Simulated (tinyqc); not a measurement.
# Tunnelling through a two-layer gate stack, WKB transmission and Tsu-Esaki current: effect of temperature

Electrons leave the emitter at x = 0. Energies E (motion across the layers) are in eV from the emitter Fermi level; the collector Fermi level lies at -V and offers states at every E. No charge in the dielectric and no image force: F1 = V/(t1 + t2 eps1/eps2), F2 = F1 eps1/eps2; U = phi1 - F1 x in layer 1 and phi2 - F1 t1 - F2 (x - t1) in layer 2. With C = hbar^2/(2 m0), kappa = sqrt(m (U - E)/C) where U > E and 0 elsewhere; T(E) = exp(-S), S = 2 times the integral of kappa over x.

Each layer adds (2/F) sqrt(m/C) [G(u at its left edge) - G(u at its right edge)] to S, with u = U - E (0 where negative) and G(u) = (2/3) u^1.5. J = J0 times the integral of T(E) N(E) dE, N = ln[(1 + exp(-E/Vt))/(1 + exp((-E - V)/Vt))], J0 = q^2 me m0 kB T/(2 pi^2 hbar^3) (times 1e-4 for A/cm^2 per eV), from E = -Ef to far above the barrier (T = 1 there), by quadrature converged to the digits shown.

Parameters, values chosen for the exercise; layer 1 close to silicon nitride, layer 2 close to hafnium oxide:
- Ef = 0.19 eV (Fermi energy of the emitter above its band bottom)
- me = 1 m0 (emitter mass in the supply function)
- phi1 = 2.08 eV (barrier of layer 1 above the emitter Fermi level at zero bias)
- m1 = 0.52 m0 (tunnelling mass of layer 1)
- t1 = 0.8 nm (thickness of layer 1)
- eps1 = 7.67 (relative permittivity of layer 1)
- phi2 = 1.57 eV (barrier of layer 2 at zero bias)
- m2 = 0.19 m0 (tunnelling mass of layer 2)
- t2 = 1.8 nm (thickness of layer 2)
- eps2 = 21.2 (relative permittivity of layer 2)
- V = 1.4 V (voltage across the dielectric)

Constants: q = 1.602176634e-19 C, kB = 1.380649e-23 J/K, hbar = 1.054571817e-34 J s, m0 = 9.1093837015e-31 kg, Vt = kB T/q, hbar^2/(2 m0) = 0.0380998212 eV nm^2. Results are converted to the units shown.

Effect of temperature:
```
T (K)  J (A/cm^2)  mean E of the current (eV)
50          220.1                     -0.1095
100         223.0                     -0.1081
200         234.8                     -0.1023
300         255.7                    -0.09224
400         288.2                    -0.07683
500         337.6                    -0.05342
600         414.1                    -0.01749
750         626.7                     0.06995
```

Between 50 and 300 K the current changes by a factor of 1.16, and between 300 and 750 K by 2.45; the mean energy of the current rises from -0.110 to 0.0700 eV. The transmission grows by a factor e over d = 0.118 eV near E = 0, equal to kB T/q at 1370 K: far below that temperature the thermal tail adds little.

Program tinyqc, `OMP_NUM_THREADS=1 python tinyqc.py 2540142 2540143 out.jsonl`; Intel Xeon 2.30GHz, shared host, one thread, about 0.05 s.
